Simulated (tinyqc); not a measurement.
Which current rules in forward bias: trap-assisted generation and recombination current of an abrupt junction. Computed by tinyqc, a small Python program. Command: `OMP_NUM_THREADS=1 python tinyqc.py 3007331 3007332 out.jsonl junctionleak walk`. One thread of a shared host (Intel(R) Xeon(R) Processor @ 2.30GHz), about 0.01 s of CPU time with the checks.

Depletion approximation, flat quasi-Fermi levels across the depleted layer, long neutral regions with minority lifetimes tau_n and tau_p, full ionisation and Boltzmann statistics. Voltages in exponents stand for e V.

Inputs (values chosen for the exercise, with bands and screening modelled on GaP):

| quantity | value | unit |
|---|---|---|
| gap E_g | 2.31 | eV |
| electron mass m_e | 0.488 | m_0 |
| valleys M_c | 3 | - |
| hole mass m_h | 0.802 | m_0 |
| dielectric constant eps | 11 | - |
| acceptor density N_A | 3.4e+17 | cm^-3 |
| donor density N_D | 3.6e+17 | cm^-3 |
| capture time tau_n | 6.8e-06 | s |
| capture time tau_p | 1.8e-09 | s |
| trap level E_t - E_i | -0.049 | eV |
| electron diffusion coefficient D_n | 17 | cm^2/s |
| hole diffusion coefficient D_p | 9.1 | cm^2/s |
| temperature T | 400 | K |
| tunnelling mass m_t | 0.2 | m_0 |

Field enhancement: Hurkx tunnelling factor.

Constants: k_B = 8.617333262e-05 eV/K; m_0 = 9.1093837015e-31 kg; k_B = 1.380649e-23 J/K; h = 6.62607015e-34 J s; e = 1.602176634e-19 C; eps_0 = 8.8541878128e-12 F/m; hbar = 1.054571817e-34 J s.

Method:
- N_c = 2 M_c (2 pi m_e k_B T/h^2)^(3/2) and N_v = 2 (2 pi m_h k_B T/h^2)^(3/2), masses in units of m_0.
- n_i = sqrt(N_c N_v) exp(-E_g/2 k_B T); V_bi = (k_B T/e) ln(N_A N_D/n_i^2); diffusion saturation current J_d0 = e n_i^2 [sqrt(D_n/tau_n)/N_A + sqrt(D_p/tau_p)/N_D].
- W = sqrt(2 eps eps_0 (V_bi - V)(1/N_A + 1/N_D)/e), x_p = W N_D/(N_A + N_D), x_n = W - x_p, peak field F_m = 2 (V_bi - V)/W; reverse bias means V = -V_r.
- Both capture times are divided by 1 + Gamma, Gamma = 2 sqrt(3 pi) (F/F_G) exp((F/F_G)^2), F_G = sqrt(24 m_t (k_B T)^3)/(e hbar) (the low-field Hurkx form), F being the local field, linear in x from 0 at the edges to F_m.
- Potential from the p edge: phi = (V_bi - V) x^2/(x_p W) on the p side and (V_bi - V)[1 - (W - x)^2/(x_n W)] on the n side; p = N_A exp(-phi/k_B T), n = n_i^2 exp(V/k_B T)/p; U = (n p - n_i^2)/[tau_p (n + n_i exp(dE/k_B T)) + tau_n (p + n_i exp(-dE/k_B T))], dE = E_t - E_i, n1 = n_i exp(dE/k_B T), p1 = n_i exp(-dE/k_B T); J_t = e int U dx by the trapezoid rule on 400 intervals on each side.
- J_d = J_d0 (exp(V/k_B T) - 1). Ideality n = (e/k_B T) dV/d ln J, central difference of 1 mV. The rows stop just below the bias where n = 0.1 p or tau_p n = 0.1 tau_n p at the p edge, or the like at the n edge.

k_B T = 0.0344693 eV

n_i = 92816.9 cm^-3

J_d0 = 2.79032e-22 A/cm^2

Forward characteristic:

| V (V) | J_t (A/cm^2) | J_d (A/cm^2) | ideality of J_t | ideality of the sum |
|---|---|---|---|---|
| 0.33 | 1.0947e-11 | 4.0127e-18 | 1.4975 | 1.4975 |
| 0.51 | 2.2302e-10 | 7.4365e-16 | 1.9249 | 1.9249 |
| 0.70 | 3.6078e-09 | 1.8419e-13 | 2.0040 | 2.0039 |
| 0.88 | 4.8785e-08 | 3.4132e-11 | 2.0036 | 2.0022 |
| 1.07 | 7.6907e-07 | 8.4540e-09 | 1.9926 | 1.9713 |
| 1.26 | 1.2404e-05 | 2.0939e-06 | 1.9690 | 1.7272 |
| 1.44 | 1.8131e-04 | 3.8802e-04 | 1.9198 | 1.1801 |
| 1.63 | 3.1803e-03 | 9.6106e-02 | 2.0650 | 1.0168 |

What does the comparison show, and why?

Diffusion overtakes recombination between 1.26 and 1.44 V, and the ideality of the sum goes from 1.50 to 1.02, with a maximum of 2.00 at 0.7 V. The ideality of J_t alone lies between 1.50 and 2.07.

Extremes, crossings and ranges named in words are read from the listed rows.
